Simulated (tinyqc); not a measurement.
# MOS structure on a p-type body with a doping step (retrograde), non-linear Poisson equation by Newton steps: what changes with what

One dimension, insulator interface at x = 0, acceptor density N1 for x < x1 and Na beyond, net doping C = -(acceptor density). psi is counted from the intrinsic level: n = ni exp((psi - Vb)/Vt), p = ni exp(-psi/Vt); deep in the body psi_b = -Vt ln(Na/ni). The gate acts through Cox = eps0 eox/tox and has the potential psi_G = Vg - (phiM - chi - Vt ln(Nc/ni)). Boltzmann statistics, full ionisation, classical densities, no oxide or interface charge.

Parameters, values chosen for the exercise; band and dielectric values close to those of silicon: temperature T = 300 K; band gap Eg = 1.1 eV; relative permittivity eps_r = 11.8; conduction-band density of states at T Nc = 2.85e19 cm^-3; valence-band density of states at T Nv = 2.62e19 cm^-3; electron affinity chi = 4.01 eV; acceptor density deep in the body Na = 7.9e15 cm^-3; relative permittivity of the gate insulator (close to silicon dioxide) eox = 3.9; insulator thickness tox = 5.4 nm; gate work function phiM = 4.12 eV; electron quasi-Fermi potential against the body Vb = 0 V; depth of the doping step x1 = 120 nm; acceptor density above the step N1 = 2.4e15 cm^-3.

Constants: q = 1.602176634e-19 C, kB = 1.380649e-23 J/K, Vt = kB T/q, eps0 = 8.8541878128e-14 F/cm where lengths are in cm. Results are converted to the units shown.

Each table varies one quantity; the others keep the values above.

## Charge and capacitance against gate voltage

ni = sqrt(Nc Nv) exp(-Eg/(2 Vt)), Eg in volts. The Poisson equation d/dx(eps0 eps_r dpsi/dx) = -q (p - n + C), with eps0 eps_r dpsi/dx = -Cox (psi_G - psi_0) at x = 0, is solved on a mesh of about 600 nodes or more. N_inv is the integral of n less its value deep in the body. C_LF = Cox (1 - dpsi_0/dVg) with all carriers following; C_HF is the same with the electron quasi-Fermi level shifting uniformly so that N_inv stays fixed. The centroid is that of the same excess.

Results:

| Vg (V) | psi_0 - psi_b (V) | N_inv (cm^-2) | C_LF/Cox | C_HF/Cox | centroid (nm) |
|---|---|---|---|---|---|
| -0.38 | 0.366 | 5.56e4 | 0.0597 | 0.0597 | 12.9 |
| -0.27 | 0.470 | 2.59e6 | 0.0536 | 0.0536 | 10.8 |
| -0.16 | 0.574 | 1.28e8 | 0.0501 | 0.0490 | 9.37 |
| -0.05 | 0.678 | 6.20e9 | 0.0943 | 0.0455 | 8.33 |
| 0.06 | 0.759 | 1.09e11 | 0.473 | 0.0439 | 7.02 |
| 0.17 | 0.801 | 3.74e11 | 0.713 | 0.0437 | 5.58 |
| 0.28 | 0.827 | 7.09e11 | 0.810 | 0.0438 | 4.57 |
| 0.39 | 0.845 | 1.08e12 | 0.859 | 0.0439 | 3.87 |
| 0.61 | 0.869 | 1.85e12 | 0.909 | 0.0440 | 2.99 |

Estimate the missing row, Vg = 0.5 V.

Computed row:

| Vg (V) | psi_0 - psi_b (V) | N_inv (cm^-2) | C_LF/Cox | C_HF/Cox | centroid (nm) |
|---|---|---|---|---|---|
| 0.5 | 0.858 | 1.46e12 | 0.889 | 0.0439 | 3.37 |

With this row back in the table: N_inv goes from 55600 to 1.85e12 cm^-2 and passes 2e11 cm^-2 at Vg = 0.103 V. Below threshold it takes 65.3 mV a decade between Vg = -0.16 and -0.05 V, against Vt ln 10 = 59.5 mV. C_LF/Cox is lowest, 0.0501, at Vg = -0.16 V among the rows listed and ends at 0.909, while C_HF/Cox ends at 0.0440. Between the last two rows q dN_inv/dVg is 0.899 Cox.

## Effect of the depth of the doping step on threshold, swing and body effect

VT is the Vg at which N_inv = 2e11 cm^-2. m = 1/(dpsi_0/dVg) at N_inv = 1e8 cm^-2; the swing is the Vg between N_inv = 1e8 and 1e9 cm^-2; body coefficient [VT(Vb + 0.05 V) - VT(Vb)]/0.05 V - 1.

Effect of the depth of the doping step on threshold, swing and body effect:

| x1 (nm) | VT (V) | psi_0 - psi_b at VT (V) | m - 1 | swing (mV/decade) | body coefficient |
|---|---|---|---|---|---|
| 30 | 0.117 | 0.782 | 0.0551 | 64.5 | 0.0604 |
| 44 | 0.114 | 0.781 | 0.0549 | 64.5 | 0.0605 |
| 65 | 0.111 | 0.780 | 0.0545 | 64.6 | 0.0607 |
| 95 | 0.107 | 0.779 | 0.0537 | 64.6 | 0.0606 |
| 140 | 0.101 | 0.778 | 0.0518 | 64.6 | 0.0600 |
| 200 | 0.0948 | 0.776 | 0.0487 | 64.5 | 0.0583 |
| 300 | 0.0873 | 0.774 | 0.0431 | 64.2 | 0.0539 |

As x1 goes from 30 to 300, VT falls from 0.117 to 0.0873 V, the swing goes from 64.5 through a maximum of 64.6 (at x1 = 140 among the rows listed) to 64.2 mV/decade and the body coefficient goes from 0.0604 through a maximum of 0.0607 (at x1 = 65 among the rows listed) to 0.0539. The swing stays within 3.4 % of m Vt ln 10, and the body coefficient within 0.011 of m - 1.

Program tinyqc, `OMP_NUM_THREADS=1 python tinyqc.py 2080078 2080079 out.jsonl`; Intel Xeon 2.30GHz, shared host, one thread, about 0.3 s.
